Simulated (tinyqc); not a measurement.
## Gain factor and gap resistance from two string resistances

Inverse problem. At small bit-line voltage each of the 96 cells has the resistance 1/(K x) at overdrive x (no mobility reduction) in series with a gap resistance Rg. Find K, Rg and the share of the gaps at the higher overdrive.

resistance of a string of 96 equal cells at overdrives of 4.2 and 8.1 V (kohm): [2067.0075, 1487.7817]

Answer. The resistance per cell is a straight line in 1/x with slope 1/K and intercept Rg.

K = 19.00 uA/V^2
Rg = 9.000 kohm
share of the gaps = 58.07 %

Program tinyqc, `OMP_NUM_THREADS=1 python tinyqc.py 2142145 2142146 out.jsonl`; Intel Xeon 2.30GHz, shared host, one thread, about 0.9 s.
